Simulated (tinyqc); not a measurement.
## Sneak paths and read margin

Worst-case read of an N x N array without selectors, ideal wires, unselected lines floating and all unselected cells in the low state with resistance K Ron: the sneak path is Rsn = K Ron [2/(N - 1) + 1/(N - 1)^2], in parallel with the selected cell Rc. A sense resistor Ron to ground gives Vout = Vr Ron/(Ron + Rc Rsn/(Rc + Rsn)); margin = [Vout(Rc = Ron) - Vout(Rc = ra Ron)]/Vr.

Parameters, values chosen for the exercise: resistance of the low state Ron = 5 kohm; ratio Roff/Ron ra = 30; factor by which unselected cells are more resistive K = 1; read voltage Vr = 0.5 V.

Sneak paths and read margin:
```
N    Rsn (kohm)  Vout, low state (mV)  Vout, high state (mV)  margin (%)
2         15.00                 285.7                  134.1       30.31
3         6.250                 321.4                  227.3       18.83
4         3.889                 347.8                  284.4       12.69
8         1.531                 405.1                  383.7       4.268
16       0.6889                 446.0                  439.7       1.259
32       0.3278                 471.0                  469.3      0.3440
64       0.1600                 485.0                  484.5     0.09004
128     0.07905                 492.3                  492.2     0.02305
256     0.03929                 496.1                  496.1    0.005830
```

What does the table show?

The margin falls from 30.3 to 0.00583 %; a lone cell has 46.8 %. It first drops below 10 % at N = 8 among the rows, where Rsn = 0.31 Ron. Between the last two rows it goes as N^(-1.98).

Computed by the program tinyqc: `OMP_NUM_THREADS=1 python tinyqc.py 2880071 2880072 out.jsonl`, one thread of a shared Intel Xeon 2.30GHz, about 0.01 s for the whole run.
